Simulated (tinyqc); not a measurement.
Worked calculation: plane-wave Kohn-Sham cycle with exchange-only LDA in a layered model solid. One step of it, computed by the program tinyqc.

Task: Iteration 2: levels at that k. Diagonalise the Hermitian matrix.

H (hartree), order -3, -2, -1, +0, +1, +2, +3:
$$\begin{pmatrix}
1.003431 & 0.076116 & -0.001361 & -0.001028 & 0.000011 & 0.000077 & 0.000028 \\
0.076116 & 0.318042 & 0.076116 & -0.001361 & -0.001028 & 0.000011 & 0.000077 \\
-0.001361 & 0.076116 & -0.093191 & 0.076116 & -0.001361 & -0.001028 & 0.000011 \\
-0.001028 & -0.001361 & 0.076116 & -0.230269 & 0.076116 & -0.001361 & -0.001028 \\
0.000011 & -0.001028 & -0.001361 & 0.076116 & -0.093191 & 0.076116 & -0.001361 \\
0.000077 & 0.000011 & -0.001028 & -0.001361 & 0.076116 & 0.318042 & 0.076116 \\
0.000028 & 0.000077 & 0.000011 & -0.001028 & -0.001361 & 0.076116 & 1.003431
\end{pmatrix}$$

Give: eigenvalues.

Result:

eigenvalues (hartree): [-0.292, -0.106, -0.047, 0.324, 0.324, 1.012, 1.012]
